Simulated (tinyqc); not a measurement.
Dielectric confinement in a thin film (image charges): one step. Self-energy across the film. Four cases, with inputs chosen for the exercise.

Task: S at 2z/t = 0, 0.2, 0.4, 0.6, 0.8 and 0.9, summed to n = 399.

A film |z| < t/2 of dielectric constant eps between half-spaces of dielectric constant e2; lam = (eps - e2)/(eps + e2), q = e^2/(4 pi eps0). The self-energy of a band edge is taken with the high-frequency value, e2 = eh, and the field of a fixed ion with the static one, e2 = eo. A charge at z has images lam^|n| at n t + (-1)^n z. Its self-energy is S(z) = (q/2 eps) sum over n >= 1 of lam^n [1/(n t - 2z) + 1/(n t + 2z)] for odd n and 2 lam^n/(n t) for even n; at the centre S(0) = -(q/(eps t)) ln(1 - lam).

Constants: e^2/(4 pi eps0) = 14.39964547 eV angstrom.

Case 1.

Values chosen (out of a larger set: near those of a Si (100) film, two-fold valleys, between layers of HfO2; not measured data): t = 66 angstrom (film thickness); eps = 12 (dielectric constant of the film); eh = 4 (high-frequency dielectric constant outside).

Case 2.

Values chosen (out of a larger set: near those of a Si (100) film, two-fold valleys, between layers of a low-k oxide; not measured data): t = 82 angstrom (film thickness); eps = 11.4 (dielectric constant of the film); eh = 2 (high-frequency dielectric constant outside).

Case 3.

Values chosen (out of a larger set: near those of a Ge film in vacuum; not measured data): t = 70 angstrom (film thickness); eps = 15.9 (dielectric constant of the film); eh = 1 (high-frequency dielectric constant outside).

Case 4.

Values chosen (out of a larger set: near those of a Si (100) film, two-fold valleys, between layers of Al2O3; not measured data): t = 62 angstrom (film thickness); eps = 12 (dielectric constant of the film); eh = 3.1 (high-frequency dielectric constant outside).

Give: Self-energy.

Result:

Case 1.

Self-energy:
```
2z/t  z (angstrom)  S (meV)
0.0            0.0    12.60
0.2            6.6    12.98
0.4           13.2    14.35
0.6           19.8    17.75
0.8           26.4    28.82
0.9           29.7    51.44
```

Case 2.

Self-energy:
```
2z/t  z (angstrom)  S (meV)
0.0            0.0    18.62
0.2            8.2    19.08
0.4           16.4    20.72
0.6           24.6    24.78
0.8           32.8    37.99
0.9           36.9    64.89
```

Case 3.

Self-energy:
```
2z/t  z (angstrom)  S (meV)
0.0            0.0    27.61
0.2            7.0    28.10
0.4           14.0    29.85
0.6           21.0    34.18
0.8           28.0    48.17
0.9           31.5    76.60
```

Case 4.

Self-energy:
```
2z/t  z (angstrom)  S (meV)
0.0            0.0    17.23
0.2            6.2    17.71
0.4           12.4    19.43
0.6           18.6    23.70
0.8           24.8    37.62
0.9           27.9    66.00
```

Towards the wall S diverges as (q lam/4 eps)/(distance), an artefact of the abrupt interface that the vanishing envelope makes harmless.

Computed by tinyqc, one run a case: `OMP_NUM_THREADS=1 python tinyqc.py N N+1 out.jsonl` with N = 1250562, 1250619, 1250661, 1250670; one thread of a shared Intel(R) Xeon(R) Processor @ 2.30GHz, about 0.07 s a run at most.
